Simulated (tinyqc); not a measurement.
# Hydrogenic impurity: series, fields, screening, photoionisation and donor-acceptor pairs, step by step

A worked calculation. Computed by tinyqc, a small Python program that keeps every step. Command: `OMP_NUM_THREADS=1 python tinyqc.py 3004908 3004909 out.jsonl hydrogenic walk`. One thread of a shared host (Intel(R) Xeon(R) Processor @ 2.30GHz), about 0.01 s of CPU time with the checks. Intermediate numbers are printed to about 6 digits and carried at full precision; extremes and crossings named in words are read from the listed rows.

One isotropic, parabolic band. Effective units: Ry* and a*, in which H = -nabla^2 - 2/r.

Inputs (values chosen for the exercise, modelled on GaN): electron mass m = 0.205 m_0; dielectric constant eps = 9.39; donor density N = 1.5e+18 cm^-3; electric field F = 1900 V/cm; gap E_g = 3.58 eV; acceptor depth E_A = 183 meV; pair distance r = 46.9 angstrom; rate prefactor W_0 = 4.6e+07 1/s.

Parts treated: electric field and pairs.

Constants: Ry = 13.605693123 eV; a_0 = 0.529177210903 angstrom; h x 1 THz = 4.135667696 meV; hbar = 6.582119569e-16 eV s; e^2/(4 pi eps_0) = 14.39964548 eV angstrom.

## Effective units and the series

Ry* = Ry m/eps^2, a* = a_0 eps/m; level n is bound by Ry*/n^2; <r> = (3/2) a* in 1s; lines 1s -> np at Ry* (1 - 1/n^2); 1 THz = 4.135667696 meV.

Ry* = 31.6332 meV

a* = 24.2389 angstrom

<r> of 1s = 36.3583 angstrom

Series:
```
n  binding (meV)  line from 1s (meV)  line (THz)
2        7.90830             23.7249     5.73666
3        3.51480             28.1184     6.79900
4        1.97708             29.6561     7.17082
5        1.26533             30.3679     7.34292
```

## Overlap of donors

Wigner-Seitz radius r_s = (3/(4 pi N))^(1/3); Mott criterion N_c^(1/3) a* = 0.26; overlap of two 1s orbitals at distance d: S = exp(-x)(1 + x + x^2/3), x = d/a*, with d = N^(-1/3).

r_s = 54.1926 angstrom

Mott density = 1.23419e+18 cm^-3

N over the Mott density = 1.21537

overlap S = 0.243118

The sample is on the metallic side of the criterion: isolated levels no longer exist. Caution: N lies above the Mott density, where the levels of isolated donors have no meaning.

## Stark effect and field ionisation

f = e F a*/(2 Ry*) is the field in atomic-like units. 1s shifts by -(9/2) f^2 Ry* (polarisability (9/2) a*^3), the n = 2 levels split linearly by +/- 6 f Ry*; the barrier top lies 4 sqrt(f) Ry* below the band edge and passes 1s at f = 1/16; the tunnelling rate of 1s is (2 Ry*/hbar) (4/f) exp(-2/(3 f)).

f = 0.00727936

shift of 1s = -0.00754297 meV

linear shift (+/-) of the outer n = 2 levels = 1.38162 meV

barrier lowering = 10.7957 meV

field at which the barrier passes 1s = 16313.3 V/cm

tunnelling rate of 1s = 8.88616e-24 1/s

The barrier lowering is 0.34 Ry*, so the n = 2 levels (0.25 Ry*) are already above the barrier, and their first-order splitting has lost its meaning.

## A donor-acceptor pair

No-phonon line h nu(r) = E_g - Ry* - E_A + e^2/(4 pi eps_0 eps r); rate W(r) = W_0 exp(-2 r/a*), the donor being the shallower centre; lifetime 1/W; zero field.

Coulomb term = 32.6974 meV

photon energy = 3.39806 eV

rate W = 959664 1/s

lifetime = 1.04203e-06 s

Caution: below about two Bohr radii overlap and polarisation terms, left out here, lower the energy.

## The pair band in time

At delay t after a pulse the emission comes mostly from pairs with W(r) t = 1, so r = (a*/2) ln(W_0 t).

Dominant pairs:
```
delay (s)  r (angstrom)  Coulomb term (meV)  photon energy (eV)
1.00e-05         74.307             20.6374             3.38600
1.00e-04        102.213             15.0030             3.38037
1.00e-03        130.119             11.7854             3.37715
1.00e-02        158.025              9.7042             3.37507
1.00e-01        185.931              8.2477             3.37361
1.00e+00        213.837              7.1714             3.37254
1.00e+01        241.743              6.3435             3.37171
```

Over six decades of delay the band moves down by 14.29 meV, since close pairs, which emit at higher energy, decay first; the shift per decade shrinks from 5.63 to 0.83 meV. At the donor density N = 1.5e+18 cm^-3 pairs as wide as in the last rows are rare, so those rows are formal.
